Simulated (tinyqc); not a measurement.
Microkinetic model of a Langmuir-Hinshelwood surface reaction A + (1/2) B2 = AB with Bronsted-Evans-Polanyi barriers. Changing the adsorption energy of A, E_A. Computed by tinyqc, a small Python program. Command: `OMP_NUM_THREADS=1 python tinyqc.py 3029939 3029940 out.jsonl microkin sweep`. One thread of a shared host (Intel(R) Xeon(R) Processor @ 2.30GHz), about 0.01 s of CPU time with the checks.

A adsorbs in equilibrium; B2 dissociates irreversibly on two free sites; adsorbed A and B react irreversibly and AB leaves at once. theta_A + theta_B + theta_* = 1.

Inputs (values chosen for the exercise, for a model catalyst): adsorption energy per B atom, E_B = -0.704 eV; entropy loss of A, S_A = 1.2 meV/K; entropy loss of B2, S_B = 1.9 meV/K; slope a1 of the dissociation barrier = 0.58; intercept b1 = 1 eV; slope a2 of the reaction barrier = 0.45; intercept b2 = 0.21 eV; pressure p_A = 0.11 bar; pressure p_B = 0.086 bar; temperature T = 800 K.

Constants: k_B = 8.617333262e-05 eV/K; hbar = 6.582119569e-16 eV s.

Method. K_A = exp(-(E_A + T S_A)/(k_B T)) per bar; barriers E1 = max(b1 + a1 2 E_B, 0), E2 = b2 - a2 (E_A + E_B); k1 = (k_B T/h) exp(-S_B/k_B) exp(-E1/(k_B T)) per bar, k2 = (k_B T/h) exp(-E2/(k_B T)), h = 2 pi hbar. theta_A = K_A p_A theta_*; 2 k1 p_B theta_*^2 = k2 theta_A theta_B, so theta_B = w theta_* with w = 2 k1 p_B/(k2 K_A p_A); theta_* = 1/(1 + K_A p_A + w); rate r = k2 theta_A theta_B.

One run for each value:
```
adsorption energy of A, E_A (eV)  rate r (1/s per site)    theta_A    theta_B    theta_*
-1.8                                          1.149e-07  1.000e+00  1.820e-12  4.643e-05
-1.6                                          3.798e-05  9.992e-01  1.631e-10  8.441e-04
-1.4                                          1.222e-02  9.849e-01  1.443e-08  1.514e-02
-1.2                                          2.546e+00  7.814e-01  1.027e-06  2.186e-01
-1.0                                          3.723e+01  1.642e-01  1.937e-05  8.357e-01
-0.6                                          5.318e+01  5.929e-04  5.629e-04  9.988e-01
-0.4                                          5.300e+01  3.253e-05  2.771e-03  9.972e-01
```

Give the missing row, adsorption energy of A, E_A (eV) = -0.8.

Computed row:
```
adsorption energy of A, E_A (eV)  rate r (1/s per site)    theta_A    theta_B    theta_*
-0.8                                          5.216e+01  1.068e-02  1.131e-04  9.892e-01
```

Interpolating between the two neighbouring rows (linearly) misses most in theta_A, by a factor of 7.7. Over the rows, rate r (1/s per site) goes from 1.15e-7 through a maximum among these rows, 53.2 at -0.600, to 53.0; theta_A falls from 1.000 to 3.25e-5; theta_B rises from 1.82e-12 to 0.00277. Strongly bound A blocks the pairs of sites that B2 needs; once A has left, dissociation alone sets the rate. Left out: -2.00 (the rate is out of a useful range).

Extremes, crossings and ranges named in words are read from the listed rows.
